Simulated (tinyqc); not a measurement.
Worked calculation: grain-boundary diffusion: Harrison regimes, Fisher and Le Claire analysis, Hart average. Computed by tinyqc, a small Python program that keeps every step. Command: `OMP_NUM_THREADS=1 python tinyqc.py 3022490 3022491 out.jsonl gbdiff walk`. One thread of a shared host (Intel(R) Xeon(R) Processor @ 2.30GHz), about 0.01 s of CPU time with the checks. Intermediate numbers are printed to about 7 digits and carried at full precision; extremes and crossings named in words are read from the listed rows.

A boundary is a slab of width delta with diffusivity D_b, normal to a surface held at constant concentration; it leaks into grains of diffusivity D.

Inputs (values chosen for the exercise, for a model polycrystal):
```
quantity                          value   unit
melting point T_m                  2330      K
lattice prefactor D0            1.5e-05  m^2/s
lattice activation energy E        3.83     eV
boundary prefactor D0b          6.9e-06  m^2/s
boundary activation energy E_b     2.18     eV
boundary width delta               0.54     nm
segregation factor s                 30      -
grain size d                      0.054     um
temperature T                      1210      K
time t                              900      s
```

Constants: k_B = 8.617333262e-05 eV/K.

## Diffusivities

D = D0 exp(-E/(k_B T)), D_b = D0b exp(-E_b/(k_B T)). Triple product P = s delta D_b.

D = 1.673923e-21 m^2/s

D_b = 5.740083e-15 m^2/s

triple product P = 9.298934e-23 m^3/s

At T/T_m = 0.52 the boundary is 3.4e6 times faster than the lattice.

## Regime

l = sqrt(D t); P = s delta D_b; alpha = s delta/(2 l); beta = P/(2 D l). Regime A if l > 3 d, C if alpha > 1, B if alpha < 0.1, l < d/4 and beta > 10, otherwise a transition.

lattice diffusion length l = 0.001227408 um

alpha = 6.599272

beta = 2.262969e+07

Regime: C

The lattice is frozen: material stays in the boundaries and D_b itself is measured.

## Effective diffusivity

Hart average for parallel slabs: f = delta/d, D_eff = (s f D_b + (1 - f) D)/(1 - f + s f); share of the boundaries = s f D_b/(s f D_b + (1 - f) D); depth sqrt(D_eff t).

boundary fraction f = 0.01

D_eff = 1.334904e-15 m^2/s

share of the boundaries = 0.9999990

depth sqrt(D_eff t) = 1.096090 um

Caution: outside regime A (which needs sqrt(D t) above about 3 d) the Hart average and its depth are formal: they describe a profile only in regime A or at steady state.

## Penetration along an isolated boundary

Fisher: the mean concentration falls as exp(-y/y_F), y_F = sqrt(P) (pi t/(4 D))^(1/4), with the boundary equation P d2c/dy2 = 2 c sqrt(D/(pi t)). Le Claire (from the Whipple solution): ln c falls as -(y/y_L)^(6/5) with P = 1.322 sqrt(D/t) y_L^2.

Fisher depth y_F = 7.773486 um

Le Claire depth y_L = 7.181706 um

The tail reaches 5850 lattice lengths l; y_L/l = sqrt(2 beta/1.322). Caution: the Fisher and Le Claire forms need regime B with beta above 10.

## Lattice against boundary over temperature

D_eff = (s f D_b + (1 - f) D)/(1 - f + s f), f = delta/d; share of the boundaries = s f D_b/(s f D_b + (1 - f) D).

Diffusivities (m^2/s):
```
T/T_m  T (K)             D           D_b         D_eff      share      regime
0.3      699  3.646330e-33  1.321557e-21  3.073389e-22  1.0000000           C
0.4      932  2.920215e-26  1.123380e-17  2.612512e-18  1.0000000           C
0.5     1165  4.050887e-22  2.559713e-15  5.952823e-16  0.9999995           C
0.6     1398  2.338695e-19  9.549212e-14  2.220765e-14  0.9999919  transition
0.7     1631  2.194922e-17  1.266674e-12  2.945922e-13  0.9999428  transition
0.8     1864  6.618400e-16  8.804160e-12  2.047987e-12  0.9997520           A
0.9     2097  9.361516e-15  3.977358e-11  9.256855e-12  0.9992239           A
1.0     2330  7.795082e-14  1.328985e-10  3.096646e-11  0.9980681           A
```

The apparent activation energy of D_eff is 2.18 eV between the first rows and 2.18 eV between the last, against E_b = 2.18 and E = 3.83 eV. The boundaries carry most of the flux up to the melting point. Caution: the segregation factor is held fixed, although it falls with temperature. Caution: outside regime A, D_eff and the share of the boundaries hold only at steady state.
